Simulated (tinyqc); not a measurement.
Inside a calculation. Model: lateral field, substrate current, probability of reaching the oxide barrier and hot-carrier lifetime of a silicon transistor (pseudo-two-dimensional and lucky-electron models). Computed by tinyqc, a small Python program that keeps every step. Command: `OMP_NUM_THREADS=1 python tinyqc.py 3003602 3003603 out.jsonl hotcar walk`. One thread of a shared host (Intel(R) Xeon(R) Processor @ 2.30GHz), about 0.01 s of CPU time with the checks. Intermediate numbers are printed to about 6 digits and carried at full precision; extremes and crossings named in words are read from the listed rows.

Local-field models: a lucky carrier gains its energy at the peak field over a path free of collisions. Voltages are magnitudes.

Inputs (values chosen for the exercise, modelled on a silicon n-channel): channel length L = 1300 nm; oxide thickness t = 33 nm; junction depth x_j = 310 nm; mobility mu = 300 cm^2/(V s); saturation velocity v_s = 0.81 1e7 cm/s; threshold voltage V_T = 0.46 V; gate voltage V_G = 2.9 V; drain voltage V_D = 7.9 V; ionisation prefactor A_i = 2.1e+06 1/cm; ionisation field B_i = 1.66 MV/cm; hot-carrier mean free path lambda = 7.9 nm; oxide barrier phi_b = 3.1 eV; interface-trap threshold phi_it = 3.7 eV; lifetime constant H = 1000 s microampere/micrometre.

Drain: abrupt.

Constants: eps_0 = 8.8541878128e-12 F/m.

## Saturation point and current

C_ox = 3.9 eps_0/t; F_sat = 2 v_s/mu; V_Dsat = V_ov F_sat L/(V_ov + F_sat L), V_ov = V_G - V_T; I_D/W = C_ox v_s (V_ov - V_Dsat).

F_sat = 54 kV/cm

V_Dsat = 1.81066 V

drain current I_D/W = 53.3424 microampere/micrometre

## Peak lateral field

Scale length l = 0.22 t^(1/3) x_j^(1/2) (all in cm); F_m = sqrt(((V_D - V_Dsat)/l_e)^2 + F_sat^2), with l_e = l; length of the velocity-saturated region l_e ln((V_D - V_Dsat)/(l_e F_sat) + F_m/F_sat).

scale length l = 182.365 nm

peak field F_m = 338.248 kV/cm

velocity-saturated length = 459.835 nm

energy gained over one free path, e lambda F_m = 0.267216 eV

The field rises from F_sat to F_m as cosh(x/l_e), a factor 6.3, over 35 % of L.

## Hot-carrier currents and lifetime

Substrate current I_sub/I_D = (A_i/B_i)(V_D - V_Dsat) exp(-B_i/F_m); probability of reaching the oxide barrier exp(-phi_b/(e lambda F_m)); lifetime tau = (H/(I_D/W)) exp(phi_it/(e lambda F_m)).

I_sub/I_D = 0.0569272

substrate current I_sub/W = 3.03664 microampere/micrometre

probability of reaching phi_b = 9.15596e-06

lifetime tau = 1.93365e+07 s

exponent m = phi_it/(e lambda B_i) = 2.82141

Since both exponentials depend on 1/F_m, tau I_D scales about as (I_sub/I_D)^(-m) with m = 2.82, which lets I_sub serve as the monitor. The lifetime is 0.0613 times ten years (3.156e8 s).

## Substrate current against gate voltage

The formulas are those given above.

At the given drain voltage:
```
V_G (V)  V_Dsat (V)  I_D/W (microampere/micrometre)  F_m (kV/cm)  I_sub/W (microampere/micrometre)      tau (s)
0.87        0.38738                           1.918      415.480                           0.33535  4.10086e+07
1.30        0.75023                           7.609      395.760                           1.03775  1.81241e+07
1.90        1.19489                          20.775      371.619                           2.02344  1.43187e+07
2.80        1.75500                          49.584      341.261                           2.97461  1.84084e+07
3.80        2.26320                          91.268      313.776                           3.27996  3.32766e+07
5.00        2.75699                         151.126      287.141                           3.03355  8.02465e+07
6.20        3.15790                         218.856      265.581                           2.53342  2.08284e+08
7.50        3.51499                         298.775      246.441                           1.96819  6.00202e+08
8.70        3.79062                         377.124      231.718                           1.51755  1.59065e+09
```

I_sub peaks at V_G = 3.8 V, 0.48 V_D: a higher gate voltage brings more carriers but raises V_Dsat and so lowers F_m. The shortest lifetime among the rows lies at V_G = 1.9 V, below that of the largest I_sub, since tau depends more steeply on the field.

## Extrapolating accelerated tests

V_10 solves tau = 3.156e8 s at the given V_G. The extrapolation fits ln(tau) against 1/V_D at 1, 1.08, 1.16 and 1.25 times the given V_D (rounded to 3 digits) by least squares and reads off the same tau.

Stress points:
```
V_D (V)  1/V_D (1/V)      tau (s)
7.90        0.126582  1.93365e+07
8.53        0.117233  5.43271e+06
9.16        0.109170  1.88553e+06
9.88        0.101215  6.85398e+05
```

ten-year drain voltage V_10 = 6.84853 V

V_10 from the 1/V_D extrapolation = 6.76020 V

The extrapolation is 88 mV below the true value: ln(tau) is nearly linear in 1/(V_D - V_Dsat), not in 1/V_D, so the straight line errs on the safe side when one extrapolates down.

Checks made by the program: voltage drop as the integral of F_sat cosh(x/l_e) over the saturated length (relative difference below 1e-10).
